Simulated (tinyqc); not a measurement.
What each parameter does: Bethe-Salpeter matrix of a two-band chain (Tamm-Dancoff form).

One valence and one conduction band, lattice period 1, mesh k = 2 pi j/N. Pair energies D(k) = Eg + 2 t sum(1 - cos k), t = tc + tv. Screened attraction W(R) = U at R = 0 and V/|R| otherwise, R over the N cells with the nearest image; W(q) = sum_R W(R) cos(q R). H(k, k') = D(k) delta - W(k - k')/Nk + 2 J/Nk for singlets (J = 0 for triplets), Nk the number of k points. With a constant transition dipole the strength of a state is f = (sum_k A_k)^2/Nk, and the f sum to 1.

Inputs chosen for the exercise: Eg = 5.7 eV (quasiparticle gap); tc = 0.59 eV (conduction hopping); tv = 0.14 eV (valence hopping); U = 0.88 eV (attraction in the same cell); V = 0 eV (attraction at one cell distance); J = 0.39 eV (exchange in the same cell).

N = 100: lowest singlet, its binding and f, and the singlet-triplet splitting.

Results for these values:
```
case  singlet (eV)  binding (eV)      f  splitting (eV)
base        5.6966        0.0034  0.068          0.2413
```

What happens to each result for V = 0.1 eV, all else kept?

Answer: singlet falls from 5.6966 to 5.6582; binding rises from 0.0034 to 0.0418; f rises from 0.068 to 0.134; splitting rises from 0.2413 to 0.2436.

The same for each parameter in turn:
```
case          singlet (eV)  binding (eV)      f  splitting (eV)
base                5.6966        0.0034  0.068          0.2413
Eg = 5.9 eV         5.8966        0.0034  0.068          0.2413
tc = 0.77 eV        5.6972        0.0028  0.053          0.1988
tv = 0.08 eV        5.6963        0.0037  0.074          0.2594
U = 0.7 eV          5.7004       -0.0004  0.002          0.1595
V = 0.1 eV          5.6582        0.0418  0.134          0.2436
J = 0.58 eV         5.7006       -0.0006  0.000          0.2453
```

At zero total momentum only the sum tc + tv enters.

(tinyqc, `OMP_NUM_THREADS=1 python tinyqc.py 1250041 1250042 out.jsonl`, Intel(R) Xeon(R) Processor @ 2.30GHz, 1 thread, shared host, about 0.1 s.)
